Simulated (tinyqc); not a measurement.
Changing the allowed failure fraction F: time-dependent dielectric breakdown: cell percolation, Weibull statistics, area scaling and voltage extrapolation. Computed by tinyqc, a small Python program. Command: `OMP_NUM_THREADS=1 python tinyqc.py 3021239 3021240 out.jsonl tddb sweep`. One thread of a shared host (Intel(R) Xeon(R) Processor @ 2.30GHz), about 0.04 s of CPU time with the checks.

The oxide is divided into columns of area a^2, each holding m = t_ox/a cells (m is taken as continuous). A share lambda(t) = (t/t_1)^alpha of the cells is defective, and a column whose cells are all defective breaks down.

Inputs (values chosen for the exercise, for a model gate oxide): oxide thickness t_ox = 4.1 nm; defect cell size a = 1.2 nm; exponent alpha of defect growth = 0.85; time t_1 at which the occupied share would reach 1 = 69000 s; test area A = 0.02 um^2; product area A_u = 4e+06 um^2; stress voltage V = 4.65 V; use voltage V_u = 2 V; local exponent n = -d ln t/d ln V at the stress voltage = 37; activation energy E_a = 0.48 eV; stress temperature T = 175 C; use temperature T_u = 100 C.

Voltage law used: 1/E.

Constants: k_B = 8.617333262e-05 eV/K.

Method:
- Failure fraction F = 1 - (1 - lambda^m)^N with N = A/a^2 columns, which for small lambda^m is 1 - exp(-(t/t63)^beta) with beta = alpha m and t63 = t_1 N^(-1/beta); critical share lambda(t63) = N^(-1/m). 1 um^2 = 1e6 nm^2.
- All three voltage laws share the slope n at the stress voltage. Factor t(V_u)/t(V): E law exp(n (1 - V_u/V)); 1/E law exp(n (V/V_u - 1)); power law (V/V_u)^n.
- Temperatures in kelvin are T(C) + 273.15.
- Temperature factor exp[(E_a/k_B)(1/T_u - 1/T)]; area factor (A/A_u)^(1/beta); percentile factor (-ln(1 - F))^(1/beta); life = t63 x all four; 1 year = 3.15576e7 s.

One run for each value:
```
allowed failure fraction F  projected life (years)  percentile factor
1.00e-07                                1.0492e+13            0.00389
1.00e-06                                2.3185e+13            0.00859
1.00e-05                                5.1232e+13            0.01898
1.00e-04                                1.1321e+14            0.04194
1.00e-03                                2.5019e+14            0.09270
1.00e-02                                5.5372e+14            0.20516
1.00e-01                                1.2436e+15            0.46076
5.00e-01                                2.3790e+15            0.88144
```

Describe and explain the trends.

Over the rows, projected life (years) rises from 1.05e13 to 2.38e15 (exponent d ln y / d ln x 0.34 between the first rows and 0.40 between the last); percentile factor rises from 0.00389 to 0.881 (exponent d ln y / d ln x 0.34 between the first rows and 0.40 between the last). For small F the life scales as F^(1/beta), 1/beta = 0.344.

Caution (all rows): t_1 is an input here; in a real oxide it changes with thickness at fixed voltage. Caution (all rows): a voltage factor of more than nine decades rests wholly on the chosen law and cannot be tested.
